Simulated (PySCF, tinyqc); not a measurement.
Inside a calculation. Method: CIS and TDHF on RHF in the sto-3g basis, frozen core, for BeH+, spin multiplicity 1. The lowest restricted solution is unstable here: a spin-polarised one lies 0.0255 hartree lower (PySCF). Computed by tinyqc, a small Python program that keeps every step (integrals from PySCF). Settings: charge = 1, multiplicity = 1, basis = sto-3g, method = RHF, frozen orbitals = 1, energy threshold = 1e-10, iteration cap = 59, orthogonalisation = canonical, start = Wolfsberg-Helmholz matrix, DIIS depth = 6, TDHF = 1. Command: `OMP_NUM_THREADS=1 python tinyqc.py 22966 22967 out.jsonl` (the two numbers bound the seeds that draw the settings). One thread of a shared host (Intel(R) Xeon(R) Processor @ 2.60GHz), about 0.06 s of CPU time with the checks. The early iterations of the SCF are left out here.

## One-electron integrals

Geometry (angstrom):
```
atom,x,y,z
Be,0.0000,0.0000,0.0000
H,0.0000,0.0000,2.0400
```

Basis sto-3g: exponents (1/bohr^2) and contraction coefficients of normalised primitives:
```
element,l (shell),exponent,coefficient
Be,s (1),30.1679,0.1543
Be,s (1),5.4951,0.5353
Be,s (1),1.4872,0.4446
Be,s (2),1.3148,-0.1000
Be,s (2),0.3055,0.3995
Be,s (2),0.0994,0.7001
Be,p (3),1.3148,0.1559
Be,p (3),0.3055,0.6077
Be,p (3),0.0994,0.3920
H,s (1),3.4253,0.1543
H,s (1),0.6239,0.5353
H,s (1),0.1689,0.4446
```

Overlap, kinetic and nuclear-attraction integrals over the contracted functions; the nuclear repulsion is the sum of Za Zb / Rab.

nuclear repulsion = 1.037602 hartree

overlap S, lower triangle:
```
,1Be 1s,1Be 2s,1Be 2px,1Be 2py,1Be 2pz,2H 1s
1Be 1s,1.0000
1Be 2s,0.2595,1.0000
1Be 2px,0.0000,0.0000,1.0000
1Be 2py,0.0000,0.0000,0.0000,1.0000
1Be 2pz,0.0000,0.0000,0.0000,0.0000,1.0000
2H 1s,0.0146,0.2216,0.0000,0.0000,0.2997,1.0000
```

kinetic energy T (hartree), lower triangle:
```
,1Be 1s,1Be 2s,1Be 2px,1Be 2py,1Be 2pz,2H 1s
1Be 1s,6.6940
1Be 2s,-0.0330,0.2111
1Be 2px,0.0000,0.0000,0.6606
1Be 2py,0.0000,0.0000,0.0000,0.6606
1Be 2pz,0.0000,0.0000,0.0000,0.0000,0.6606
2H 1s,-0.0052,0.0043,0.0000,0.0000,0.0382,0.7600
```

nuclear attraction V (hartree), lower triangle:
```
,1Be 1s,1Be 2s,1Be 2px,1Be 2py,1Be 2pz,2H 1s
1Be 1s,-14.8205
1Be 2s,-1.9666,-2.5707
1Be 2px,0.0000,0.0000,-2.5345
1Be 2py,0.0000,0.0000,0.0000,-2.5345
1Be 2pz,-0.0078,-0.0807,0.0000,0.0000,-2.5869
2H 1s,-0.1092,-0.4775,0.0000,0.0000,-0.6286,-2.2639
```

core Hamiltonian H = T + V (hartree), lower triangle:
```
,1Be 1s,1Be 2s,1Be 2px,1Be 2py,1Be 2pz,2H 1s
1Be 1s,-8.1265
1Be 2s,-1.9996,-2.3596
1Be 2px,0.0000,0.0000,-1.8739
1Be 2py,0.0000,0.0000,0.0000,-1.8739
1Be 2pz,-0.0078,-0.0807,0.0000,0.0000,-1.9263
2H 1s,-0.1144,-0.4732,0.0000,0.0000,-0.5903,-1.5039
```

## Two-electron integrals

Functions are numbered as in S; the eight-fold symmetry (ij|kl) = (ji|kl) = (kl|ij) leaves the list below.

Two-electron integrals (ij|kl) in chemists' order, unique and non-zero (hartree):
```
i,j,k,l,(ij|kl)
1,1,1,1,2.2988
2,1,1,1,0.3920
2,1,2,1,0.0795
2,2,1,1,0.5710
2,2,2,1,0.1430
2,2,2,2,0.4177
3,1,3,1,0.0146
3,2,3,1,0.0219
3,2,3,2,0.0923
3,3,1,1,0.5696
3,3,2,1,0.1431
3,3,2,2,0.4176
3,3,3,3,0.4499
4,1,4,1,0.0146
4,2,4,1,0.0219
4,2,4,2,0.0923
4,3,4,3,0.0242
4,4,1,1,0.5696
4,4,2,1,0.1431
4,4,2,2,0.4176
4,4,3,3,0.4014
4,4,4,4,0.4499
5,1,5,1,0.0146
5,2,5,1,0.0219
5,2,5,2,0.0923
5,3,5,3,0.0242
5,4,5,4,0.0242
5,5,1,1,0.5696
5,5,2,1,0.1431
5,5,2,2,0.4176
5,5,3,3,0.4014
5,5,4,4,0.4014
5,5,5,5,0.4499
6,1,1,1,0.0216
6,1,2,1,0.0044
6,1,2,2,0.0080
6,1,3,3,0.0079
6,1,4,4,0.0079
6,1,5,1,4.20e-04
6,1,5,2,0.0008
6,1,5,5,0.0081
6,1,6,1,2.55e-04
6,2,1,1,0.0836
6,2,2,1,0.0214
6,2,2,2,0.0727
6,2,3,3,0.0696
6,2,4,4,0.0696
6,2,5,1,0.0027
6,2,5,2,0.0195
6,2,5,5,0.0787
6,2,6,1,0.0013
6,2,6,2,0.0236
6,3,3,1,0.0015
6,3,3,2,0.0079
6,3,5,3,0.0030
6,3,6,3,0.0016
6,4,4,1,0.0015
6,4,4,2,0.0079
6,4,5,4,0.0030
6,4,6,4,0.0016
6,5,1,1,0.1034
6,5,2,1,0.0267
6,5,2,2,0.0939
6,5,3,3,0.0887
6,5,4,4,0.0887
6,5,5,1,0.0042
6,5,5,2,0.0297
6,5,5,5,0.1043
6,5,6,1,0.0017
6,5,6,2,0.0337
6,5,6,5,0.0488
6,6,1,1,0.2593
6,6,2,1,0.0673
6,6,2,2,0.2546
6,6,3,3,0.2393
6,6,4,4,0.2393
6,6,5,1,0.0077
6,6,5,2,0.0763
6,6,5,5,0.2849
6,6,6,1,0.0041
6,6,6,2,0.1158
6,6,6,5,0.1723
6,6,6,6,0.7746
```

## Orthogonalisation

S = U s U^T; canonical form X = U s^(-1/2), so that X^T S X = 1. Each column of U has its largest component positive (the first on a tie).

eigenvalues of S: 0.5927  0.8056  1.0000  1.0000  1.1820  1.4197

X:
```
,1,2,3,4,5,6
1Be 1s,0.4227,0.7042,0.0000,0.0000,0.5559,0.3019
1Be 2s,-0.7088,-0.5061,0.0000,0.0000,0.4077,0.4592
1Be 2px,0.0000,0.0000,-0.6480,0.7616,0.0000,0.0000
1Be 2py,0.0000,0.0000,0.7616,0.6480,0.0000,0.0000
1Be 2pz,-0.5945,0.5869,0.0000,0.0000,-0.5204,0.3686
2H 1s,0.8079,-0.3807,0.0000,0.0000,-0.3161,0.5162
```

Within a degenerate level the vectors are fixed only up to a rotation; this is one choice.

## Iteration 10 (converged): orbitals

converged F (hartree), lower triangle:
```
,1Be 1s,1Be 2s,1Be 2px,1Be 2py,1Be 2pz,2H 1s
1Be 1s,-4.9701
1Be 2s,-1.3959,-0.8359
1Be 2px,0.0000,0.0000,-0.1135
1Be 2py,0.0000,0.0000,0.0000,-0.1135
1Be 2pz,0.0150,-0.0785,0.0000,0.0000,-0.1908
2H 1s,-0.0789,-0.3005,0.0000,0.0000,-0.2621,-0.3755
```

Diagonalise F' = X^T F X, C = X C', fill 2 alpha and 2 beta electrons from the bottom; D = 2 C_occ C_occ^T. Each column has its largest component positive (the first on a tie).

F' = X^T F X (hartree), lower triangle:
```
,1,2,3,4,5,6
1,-0.3157
2,-0.7694,-1.7012
3,0.0000,0.0000,-0.1135
4,0.0000,0.0000,0.0000,-0.1135
5,-0.7284,-1.7785,0.0000,0.0000,-2.3531
6,-0.4432,-0.9990,0.0000,0.0000,-1.3469,-1.4323
```

orbital energies (hartree): MO1 -4.9729, MO2 -0.6143, MO3 -0.2487, MO4 -0.1135, MO5 -0.1135, MO6 0.0336

coefficients C:
```
,MO1,MO2,MO3,MO4,MO5,MO6
1Be 1s,0.9931,-0.2085,-0.1962,0.0000,0.0000,-0.0808
1Be 2s,0.0257,0.7091,0.7170,0.0000,0.0000,0.3437
1Be 2px,0.0000,0.0000,0.0000,0.9051,-0.4251,0.0000
1Be 2py,0.0000,0.0000,0.0000,0.4251,0.9051,0.0000
1Be 2pz,-0.0020,0.2313,-0.5344,0.0000,0.0000,0.8749
2H 1s,-0.0026,0.5025,-0.4804,0.0000,0.0000,-0.8251
```

D after iteration 10, lower triangle:
```
,1Be 1s,1Be 2s,1Be 2px,1Be 2py,1Be 2pz,2H 1s
1Be 1s,2.0593
1Be 2s,-0.2446,1.0069
1Be 2px,0.0000,0.0000,0.0000
1Be 2py,0.0000,0.0000,0.0000,0.0000
1Be 2pz,-0.1005,0.3279,0.0000,0.0000,0.1070
2H 1s,-0.2147,0.7124,0.0000,0.0000,0.2325,0.5050
```

Within a degenerate level the vectors are fixed only up to a rotation; this is one choice.

## Convergence

Stop when the energy changes by less than 1e-10 hartree and every element of the error matrix X^T (F D S - S D F) X is below 3e-06.

Course of the cycle:
```
iteration,E (hartree),change,largest element of the error matrix
1,-14.479924,-,1.45e-01
2,-14.533197,-5.33e-02,5.38e-02
3,-14.560645,-2.74e-02,4.53e-02
4,-14.573671,-1.30e-02,1.56e-02
5,-14.573834,-1.63e-04,6.65e-03
6,-14.574080,-2.46e-04,1.98e-03
7,-14.574099,-1.91e-05,2.80e-04
8,-14.574100,-4.07e-07,4.67e-06
9,-14.574100,-1.11e-10,9.33e-08
10,-14.574100,-4.44e-14,3.86e-11
```

PySCF RHF in the same basis = -14.574100 hartree

Converged in 10 iterations.

## Integrals over molecular orbitals

(pq|rs) = sum C_ip C_jq C_kr C_ls (ij|kl), one index at a time.

one-electron integrals over orbitals h = C^T H C (hartree), lower triangle:
```
,1,2,3,4,5,6
1,-8.1172
2,0.1819,-1.9073
3,0.1875,-0.1225,-1.7991
4,0.0000,0.0000,0.0000,-1.8739
5,0.0000,0.0000,0.0000,0.0000,-1.8739
6,0.0489,-0.2422,0.1330,0.0000,0.0000,-1.6611
```

Two-electron integrals over orbitals (pq|rs), unique and non-zero (hartree); the lowest 1 orbital is frozen and left out:
```
p,q,r,s,(pq|rs)
2,2,2,2,0.4246
3,2,2,2,-0.0595
3,2,3,2,0.0835
3,3,2,2,0.3357
3,3,3,2,0.0206
3,3,3,3,0.4003
4,2,4,2,0.0483
4,3,4,2,0.0368
4,3,4,3,0.0455
4,4,2,2,0.3429
4,4,3,2,0.0546
4,4,3,3,0.3653
4,4,4,4,0.4499
5,2,5,2,0.0483
5,3,5,2,0.0368
5,3,5,3,0.0455
5,4,5,4,0.0242
5,5,2,2,0.3429
5,5,3,2,0.0546
5,5,3,3,0.3653
5,5,4,4,0.4014
5,5,5,5,0.4499
6,2,2,2,-0.0041
6,2,3,2,0.0596
6,2,3,3,-0.0109
6,2,4,4,0.0693
6,2,5,5,0.0693
6,2,6,2,0.1092
6,3,2,2,0.0559
6,3,3,2,-0.0817
6,3,3,3,-0.0351
6,3,4,4,-0.0481
6,3,5,5,-0.0481
6,3,6,2,-0.0621
6,3,6,3,0.0989
6,4,4,2,0.0218
6,4,4,3,0.0039
6,4,6,4,0.0208
6,5,5,2,0.0218
6,5,5,3,0.0039
6,5,6,5,0.0208
6,6,2,2,0.4301
6,6,3,2,-0.0604
6,6,3,3,0.3661
6,6,4,4,0.3488
6,6,5,5,0.3488
6,6,6,2,-0.0211
6,6,6,3,0.0521
6,6,6,6,0.4604
```

## CIS matrix, singlets

A(ia,jb) = (e_a - e_i) d_ij d_ab + 2 (ia|jb) - (ij|ab).

CIS matrix A, singlet (hartree), lower triangle:
```
,2>3,2>4,2>5,2>6
2>3,0.1970
2>4,0.0000,0.2545
2>5,0.0000,0.0000,0.2545
2>6,0.0632,0.0000,0.0000,0.4362
```

## CIS singlet states

dipole integrals <i|r|a> (bohr):
```
,x,y,z
2>3,0.0000,0.0000,-1.5137
2>4,0.8569,0.4024,0.0000
2>5,-0.4024,0.8569,0.0000
2>6,0.0000,0.0000,-0.7586
```

Diagonalise A (1 hartree = 27.211386 eV); each vector has its largest component positive (the first on a tie). The transition dipole is mu = sqrt2 sum c_ia <i|r|a>.

singlet excitation energies (eV): 4.9340  6.9245  6.9245  12.2966

lowest vectors:
```
,state 1,state 2,state 3,state 4
2>3,0.9706,0.0000,0.0000,0.2407
2>4,0.0000,-0.6048,0.7964,0.0000
2>5,0.0000,0.7964,0.6048,0.0000
2>6,-0.2407,0.0000,0.0000,0.9706
```

oscillator strengths 2/3 w |mu|^2: 0.4002  0.3041  0.3041  0.7300

Within a degenerate level the vectors are fixed only up to a rotation; this is one choice.

## TDHF (RPA) singlet states

B(ia,jb) = 2 (ia|jb) - (ib|ja); the squared energies are the eigenvalues of (A - B)(A + B); 1 hartree = 27.211386 eV.

TDHF matrix B, singlet (hartree), lower triangle:
```
,2>3,2>4,2>5,2>6
2>3,0.0835
2>4,0.0000,0.0483
2>5,0.0000,0.0000,0.0483
2>6,0.0596,0.0000,0.0000,0.1092
```

squared energies w^2 (hartree^2): 0.0279  0.0624  0.0624  0.1832

TDHF energies from the positive w^2 (eV): 4.5483  6.7989  6.7989  11.6459

## CIS matrix, triplets

A(ia,jb) = (e_a - e_i) d_ij d_ab - (ij|ab).

CIS matrix A, triplet (hartree), lower triangle:
```
,2>3,2>4,2>5,2>6
2>3,0.0300
2>4,0.0000,0.1579
2>5,0.0000,0.0000,0.1579
2>6,-0.0559,0.0000,0.0000,0.2179
```

## CIS triplet states

Diagonalise A (1 hartree = 27.211386 eV); each vector has its largest component positive (the first on a tie).

triplet excitation energies (eV): 0.3980  4.2979  4.2979  6.3476

lowest vectors:
```
,state 1,state 2,state 3,state 4
2>3,0.9642,0.0000,0.0000,-0.2651
2>4,0.0000,0.9823,-0.1873,0.0000
2>5,0.0000,0.1873,0.9823,0.0000
2>6,0.2651,0.0000,0.0000,0.9642
```

Within a degenerate level the vectors are fixed only up to a rotation; this is one choice.

## TDHF (RPA) triplet states

B(ia,jb) = - (ib|ja); the squared energies are the eigenvalues of (A - B)(A + B); 1 hartree = 27.211386 eV.

TDHF matrix B, triplet (hartree), lower triangle:
```
,2>3,2>4,2>5,2>6
2>3,-0.0835
2>4,0.0000,-0.0483
2>5,0.0000,0.0000,-0.0483
2>6,-0.0596,0.0000,0.0000,-0.1092
```

squared energies w^2 (hartree^2): -0.0159  0.0226  0.0226  0.0446

TDHF energies from the positive w^2 (eV): 4.0923  4.0923  5.7456

A + B or A - B has a negative eigenvalue: the restricted solution is unstable towards a spin-polarised one, a negative w^2 means an imaginary energy, and the lowest roots have no physical meaning.
